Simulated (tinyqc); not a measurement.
Fermi-level pinning at a metal contact (Cowley-Sze model): one step of the calculation.

Interface states of density Ds lie behind a thin layer of thickness dl. Neglecting the depletion charge, the barrier for electrons is phi = S (pM - chi) + (1 - S) E0 with S = 1/(1 + q Ds dl/(eps0 ei)); the barrier for holes is Eg - phi.

Task. Barrier. Also the charge in the states, Ds (phi - E0), and the drop across the layer, pM - chi - phi.

Parameters, values chosen for the exercise; material values close to those of gallium arsenide: band gap Eg = 1.45 eV; electron affinity chi = 4.01 eV; density of interface states Ds = 5.8e12 cm^-2 eV^-1; depth of their neutrality level below the conduction edge E0 = 1.11 eV; thickness of the interface layer dl = 0.58 nm; its relative permittivity ei = 1.7; metal work function pM = 4.25 eV.

Constants: q = 1.602176634e-19 C, eps0 = 8.8541878128e-14 F/cm where lengths are in cm. Results are converted to the units shown.

Wanted: S; phi; barrier for holes; charge in the states; drop across the layer.

Result.

S = 0.7363
phi = 0.4694 eV
barrier for holes = 0.9806 eV
charge in the states = -3.716e12 cm^-2
drop across the layer = -0.2294 V

tinyqc, about 0.01 s, one thread, Intel Xeon 2.30GHz (shared host): `OMP_NUM_THREADS=1 python tinyqc.py 2430169 2430170 out.jsonl`
